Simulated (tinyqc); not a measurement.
From results back to parameters: Kane-Mele model of a buckled honeycomb layer in a normal field. Two cases, with inputs chosen for the exercise.

Problem. The gaps of the two spins at a valley are 2|D - lam| and 2 (D + lam), where 2 lam is the gap at zero field and D = e b Ez > 0. The layer is known to be an ordinary band insulator. The gaps come from hidden lam and Ez.

Find: lam; Ez.

Method. A quarter of the sum is the larger of D and lam, a quarter of the difference the smaller; the gaps alone cannot say which is which. Here D > lam.

Case 1.

Values chosen: b = 0.27 angstrom (half the buckling height).

gaps (meV): 294.0000  894.0000

Solution.

lam = 150.00 meV
Ez = 1.10 V/angstrom

Case 2.

Values chosen (out of a larger set: of the size used for silicene; not measured data): b = 0.22 angstrom (half the buckling height).

gaps (meV): 3.7600  21.7600

Solution.

lam = 4.50 meV
Ez = 0.0290 V/angstrom

Computed by tinyqc, one run a case: `OMP_NUM_THREADS=1 python tinyqc.py N N+1 out.jsonl` with N = 1481233, 1481499; one thread of a shared Intel(R) Xeon(R) Processor @ 2.30GHz, about 0.01 s a run at most.
